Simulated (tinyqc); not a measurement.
A ladder of methods, and size consistency: correlation methods against full CI in the sto-3g basis, for BeH2, spin multiplicity 1. Computed by the program tinyqc with PySCF. Command: `OMP_NUM_THREADS=1 python tinyqc.py 112119 112120 out.jsonl`; one thread of a shared host (Intel(R) Xeon(R) Processor @ 2.60GHz), about 2 s.

Geometry (angstrom):
```
atom,x,y,z
Be,0.0000,0.0000,0.0000
H,0.0000,1.3410,0.1590
H,0.0000,-1.3410,0.1590
```

RHF energy of one = -15.556797 hartree

All electrons correlated; +Q is the Davidson correction (1 - c0^2) E_corr. The last columns treat two copies 100 angstrom apart as one system. FCI is the lowest singlet.

Correlation energies (hartree):
```
method,E_corr of one,share of FCI (%),E_corr of two at 100 angstrom,two minus twice one (mhartree)
MP2,-0.023803,66.0440,-0.047607,0.0000
CISD,-0.035234,97.7595,-0.068657,1.8115
CISD+Q,-0.036191,100.4136,-0.072090,0.2914
CCSD,-0.035628,98.8513,-0.071255,0.0000
CCSD(T),-0.035849,99.4656,-0.071698,0.0000
FCI,-0.036042,100.0000,-,-
```

MP2 recovers 66 %, CISD 97.8 % and CCSD 98.9 % of the FCI value (c0^2 = 0.973 in CISD). MP2 and coupled cluster are size consistent, so their last column vanishes; CISD loses 1.81 mhartree, since a double excitation on each copy is a quadruple of the pair, and the Davidson correction leaves +0.29.
